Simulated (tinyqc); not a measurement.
Relaxation at fixed composition: composition and strain of an epitaxial Si(1-x)Ge(x) layer from Raman and X-ray peaks. Computed by tinyqc, a small Python program. Command: `OMP_NUM_THREADS=1 python tinyqc.py 3005531 3005532 out.jsonl epiraman walk`. One thread of a shared host (Intel(R) Xeon(R) Processor @ 2.30GHz), about 0.01 s of CPU time with the checks.

A (001) layer, biaxially strained in the plane. The Raman peaks follow empirical lines omega = w0 + c1 x + c3 x^3 + b eps (c3 for Si-Ge alone), with eps the in-plane strain.

Inputs (values chosen for the exercise, modelled on silicon-germanium):
```
quantity                        value      unit
Ge fraction x                     0.8         -
Ge fraction y of the buffer      0.65         -
lattice constant of Si          5.431  angstrom
lattice constant of Ge          5.658  angstrom
bowing B                        0.027  angstrom
2 C12/C11 of Si                 0.768         -
2 C12/C11 of Ge                 0.755         -
Si-Si: w0                       521.1      1/cm
Si-Si: c1                         -68      1/cm
Si-Si: strain coefficient b      -697      1/cm
Ge-Ge: w0                       280.4      1/cm
Ge-Ge: c1                          19      1/cm
Ge-Ge: strain coefficient b      -424      1/cm
X-ray wavelength             1.540598  angstrom
```

Substrate: relaxed alloy buffer.

Method:
- Relaxed lattice constant a(x) = a_Si + (a_Ge - a_Si) x - B x (1 - x).
- In-plane constant a_par = a_sub + R (a(x) - a_sub); eps = a_par/a(x) - 1; eps_perp = -(2 C12/C11) eps with 2 C12/C11 linear in x; a_perp = a(x) (1 + eps_perp). The buffer has a_sub = a(y).
- (004) Bragg angle theta = arcsin(2 lambda/a), with a = a_perp for the layer and a_sub for the substrate; separation = layer less substrate. The apparent x is the one that a fully strained layer (R = 0) would need to give the same a_perp.

Signatures; columns: (1) R; (2) eps (per mille); (3) Si-Si (1/cm); (4) Ge-Ge (1/cm); (5) a_perp (angstrom); (6) (004) separation (arcsec); (7) apparent x if R = 0 is assumed:
```
(1)       (2)     (3)     (4)     (5)      (6)      (7)
0.00  -6.3963  471.16  298.31  5.6355  -1527.7  0.80000
0.15  -5.4369  470.49  297.91  5.6314  -1430.2  0.79044
0.30  -4.4774  469.82  297.50  5.6273  -1332.5  0.78087
0.50  -3.1982  468.93  296.96  5.6219  -1202.0  0.76807
0.70  -1.9189  468.04  296.41  5.6164  -1071.1  0.75524
0.85  -0.9595  467.37  296.01  5.6124   -972.8  0.74559
1.00   0.0000  466.70  295.60  5.6083   -874.3  0.73592
```

What follows from these numbers?

Full relaxation moves the Si-Si peak by -4.46 per cm and shrinks the X-ray separation to 57 % of its strained value, about 1/(1 + 2 C12/C11). A symmetric reflection alone cannot part x from R: a relaxed layer read as strained gives x = 0.736 in place of 0.8. An asymmetric reflection or a second peak is needed.

Extremes, crossings and ranges named in words are read from the listed rows.
